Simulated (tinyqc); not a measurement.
Stretching all distances: RHF, UHF, MP2, CISD and CCSD against full CI in the sto-3g basis, for H3+, spin multiplicity 1. Computed by the program tinyqc with PySCF. 

Geometry (angstrom):
```
atom,x,y,z
H,0.0000,0.0000,0.0000
H,0.0000,0.0000,0.7840
H,0.0000,0.0460,-0.7830
```

All coordinates are multiplied by the scale. c0^2 is the weight of the RHF determinant in the lowest singlet FCI state (UHF is spin-contaminated and may lie near states of higher spin) and n(LUMO) the first natural occupation beyond the occupied space.

Full CI energy (hartree) and errors against it (kcal/mol):
```
scale,distance 1-2 (angstrom),E(FCI),RHF,UHF,MP2,CISD,CCSD,<S^2> UHF,c0^2,n(LUMO)
1.000,0.784,-1.22673,16.571,16.571,5.335,0.000,0.000,0.000,0.978,0.040
1.220,0.956,-1.23061,21.241,21.241,6.955,0.000,0.000,0.000,0.965,0.061
1.430,1.121,-1.20147,26.379,24.603,8.569,0.000,0.000,0.240,0.949,0.086
1.650,1.294,-1.15869,32.919,23.205,10.424,0.000,0.000,0.507,0.926,0.118
1.870,1.466,-1.11440,40.946,19.963,12.395,0.000,0.000,0.678,0.896,0.157
2.080,1.631,-1.07605,49.957,16.746,14.071,0.000,0.000,0.787,0.860,0.201
2.300,1.803,-1.04231,60.398,13.919,15.005,0.000,0.000,0.862,0.820,0.249
```

UHF parts from RHF first at scale 1.43 of those listed, where <S^2> leaves zero. The weight c0^2 goes from 0.98 to 0.82 and n(LUMO) from 0.04 to 0.25: static correlation grows as the bonds break into open-shell fragments. The spread of the error along the curve, which distorts its shape, is CISD 0.0, CCSD 0.0, MP2 9.7, UHF 10.7, RHF 43.8 kcal/mol. With two electrons CISD and CCSD are exact.
